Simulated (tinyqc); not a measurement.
MOS capacitor on a p-type substrate, surface potential from the exact charge relation: one step of the calculation.

Uniform p-type substrate, Boltzmann statistics, full ionisation, classical densities. psi is the surface potential against the body (positive when the bands bend down) and u = psi/Vt. Traps are spread evenly over the gap and neutral at flat band, so their charge is -q Dit psi; the minority quasi-Fermi level is shifted by Vb.

Task. Newton step for the surface potential. u = psi/Vt; F^2 = exp(-u) + u - 1 + r (exp(u) - u - 1); Qs = -sign(u) Q0 F; Cs = -dQs/dpsi = (Q0/Vt) |1 - exp(-u) + r (exp(u) - 1)|/(2 F). f = Vfb + psi + (q Dit psi - Qs)/Cox - Vg, f' = 1 + (Cs + q Dit)/Cox, psi(new) = psi - f/f'.

Inputs (values chosen for the exercise); band and dielectric values close to those of gallium arsenide:
```
symbol,value,unit,meaning
T,250,K,temperature
Dit,7e11,cm^-2 eV^-1,density of interface traps
Vg,-1.99,V,gate voltage against the body
```

Constants: q = 1.602176634e-19 C, kB = 1.380649e-23 J/K, Vt = kB T/q. Results are converted to the units shown.

psi at the start = -0.086173333 V
Cox = 0.34993290 uF/cm^2
Vfb = -1.0145189 V
Q0 = 15.884401 nC/cm^2
r = 2.0647282e-26

Wanted: u; F; Qs; Cs; f; f'; psi after iteration 1.

Result.

u = -4.000
F = 7.043
Qs = 111.9 nC/cm^2
Cs = 2.806 uF/cm^2
f = 0.5420 V
f' = 9.338
psi after iteration 1 = -0.1442 V

Numbers from tinyqc (`OMP_NUM_THREADS=1 python tinyqc.py 2060071 2060072 out.jsonl`; about 0.01 s on one thread of a shared Intel Xeon 2.30GHz).
